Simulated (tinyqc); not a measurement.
# p-n heterojunction, non-linear Poisson equation by Newton steps, Boltzmann statistics: effects of single changes

One dimension, material 1 (p-type) at x < 0 and material 2 (n-type) at x > 0. Band edges: Ec = -psi in material 1 and -psi + dEc in material 2, Ev = Ec - Eg. Flat quasi-Fermi levels: 0 for holes, +V for electrons. n = Nc F((EFn - Ec)/Vt), p = Nv F((Ev - EFp)/Vt), with F(eta) = exp(eta) (Boltzmann statistics); full ionisation, no interface charge, classical densities; the doping types are chosen for the exercise. The polarisation charge of real nitride interfaces, of order 1e13 cm^-2, is left out.

Inputs (values chosen for the exercise); band and dielectric values close to those of GaN and AlGaN:
```
symbol    value   unit                                          meaning
T           300      K                                      temperature
Eg1        3.42     eV                           band gap of material 1
er1        9.57                     relative permittivity of material 1
Nc1     2.28e18  cm^-3  conduction-band density of states of material 1
Nv1     4.58e19  cm^-3     valence-band density of states of material 1
Eg2        3.89     eV                           band gap of material 2
er2        9.05                     relative permittivity of material 2
Nc2     3.01e18  cm^-3  conduction-band density of states of material 2
Nv2     6.09e19  cm^-3     valence-band density of states of material 2
dEc        0.36     eV                 conduction-band offset Ec2 - Ec1
N1       8.5e17  cm^-3                   acceptor density of material 1
N2       8.5e15  cm^-3                      donor density of material 2
V             0      V                    bias of side 1 against side 2
```

Constants: q = 1.602176634e-19 C, kB = 1.380649e-23 J/K, Vt = kB T/q, eps0 = 8.8541878128e-14 F/cm where lengths are in cm. Results are converted to the units shown.

Each table varies one quantity; the others keep the values above.

## Effect of the conduction-band offset Ec2 - Ec1

Exact first integral: on each side D^2/(2 eps0 er) = G, G = q [Vt (nI_j - nI_b) + Vt (pI_j - pI_b) - C (psi_j - psi_b)], with C = -N1 or +N2, b the neutral end of that side, and nI, pI the densities themselves. D is continuous, so er1 G1(psi_j) = er2 G2(psi_j) fixes psi_j. Ends from Nv1 F((-psi_L - Eg1)/Vt) = N1 and Nc2 F((V + psi_R - dEc)/Vt) = N2. D is counted positive when psi rises towards material 2. Depletion (Anderson) capacitance C^2 = q eps0 er1 er2 N1 N2/(2 (er1 N1 + er2 N2)(psi_R - psi_L)). -dD/dV is the change of the displacement at the interface with both quasi-Fermi levels flat; it is the terminal capacitance only while neither side holds an inversion layer. n_j and p_j are densities at the interface.

Effect of the conduction-band offset Ec2 - Ec1:
columns A: dEc (eV); B: psi_R - psi_L (V); C: psi_j - psi_L (V); D: psi_R - psi_j (V); E: D/q (cm^-2); F: n_j in 1 (cm^-3); G: p_j in 2 (cm^-3); H: -dD/dV (nF/cm^2); I: depletion C (nF/cm^2)
```
A         B        C      D         E          F         G      H      I
0.06  3.225  0.05218  3.173  5.173e11  3.254e-37  1.945e10  13.03  12.95
0.13  3.295  0.05293  3.242  5.229e11  3.351e-37  2.833e11  12.88  12.81
0.21  3.375  0.05379  3.321  5.293e11  3.464e-37  6.050e12  12.73  12.65
0.28  3.445  0.05454  3.391  5.349e11  3.566e-37  8.812e13  12.60  12.53
0.36  3.525  0.05545  3.470  5.416e11  3.693e-37  1.878e15  12.41  12.38
0.43  3.595  0.05698  3.538  5.527e11  3.918e-37  2.655e16  11.81  12.26
0.51  3.675  0.06863  3.607  6.332e11  6.151e-37  3.734e17  7.382  12.13
0.58  3.745   0.1027  3.642  8.338e11  2.297e-36  1.499e18  3.014  12.01
0.66  3.825   0.1608  3.664  1.102e12  2.174e-35  3.497e18  1.260  11.89
```

What does the comparison show?

As dEc goes from 0.06 to 0.66, the total bending rises from 3.23 to 3.83 V and the sheet charge D/q rises from 5.17e11 to 1.10e12 cm^-2; the share of the bending in material 1 goes from 1.62 through a minimum of 1.57 (at dEc = 0.36 among the rows listed) to 4.20 %. The alignment is staggered for dEc = 0.51, 0.58, 0.66 eV. The capacitance departs most from the depletion formula at dEc = 0.66, where it is 89 % below it, and there the holes at the interface in material 2 outnumber its donors: an inversion layer has formed, which screens D from the bias.

## Effect of the bias of side 1 against side 2

Same model as above.

Results:
columns A: V (V); B: psi_R - psi_L (V); C: psi_j - psi_L (V); D: psi_R - psi_j (V); E: D/q (cm^-2); F: n_j in 1 (cm^-3); G: p_j in 2 (cm^-3); H: -dD/dV (nF/cm^2); I: depletion C (nF/cm^2)
```
A          B        C      D         E          F         G      H      I
1.1    2.425  0.04339  2.382  4.484e11  6.983e-19  2.994e15  14.95  14.93
0.51   3.015  0.04997  2.965  5.005e11  1.104e-28  2.321e15  13.42  13.39
-0.07  3.595  0.05619  3.539  5.470e11  2.534e-38  1.825e15  12.29  12.26
-0.66  4.185  0.06232  4.123  5.905e11  3.938e-48  1.440e15  11.40  11.36
-1.24  4.765  0.06821  4.697  6.304e11  8.927e-58  1.146e15  10.68  10.65
-2.41  5.935  0.07982  5.855  7.042e11  3.095e-77  7.317e14  9.570  9.543
-3     6.525  0.08558  6.440  7.386e11  4.740e-87  5.856e14  9.126  9.101
```

Estimate the missing row, V = -1.83 V.

Computed row:
columns A: V (V); B: psi_R - psi_L (V); C: psi_j - psi_L (V); D: psi_R - psi_j (V); E: D/q (cm^-2); F: n_j in 1 (cm^-3); G: p_j in 2 (cm^-3); H: -dD/dV (nF/cm^2); I: depletion C (nF/cm^2)
```
A          B        C      D         E          F         G      H      I
-1.83  5.355  0.07410  5.281  6.686e11  1.375e-67  9.128e14  10.07  10.05
```

With this row back in the table: As V goes from 1.1 to -3, the total bending rises from 2.43 to 6.53 V and the sheet charge D/q rises from 4.48e11 to 7.39e11 cm^-2; the share of the bending in material 1 falls from 1.79 to 1.31 %. The capacitance departs most from the depletion formula at V = -1.83, where it is 0.28 % above it.

Program tinyqc, `OMP_NUM_THREADS=1 python tinyqc.py 2040165 2040166 out.jsonl`; Intel Xeon 2.30GHz, shared host, one thread, about 0.04 s.
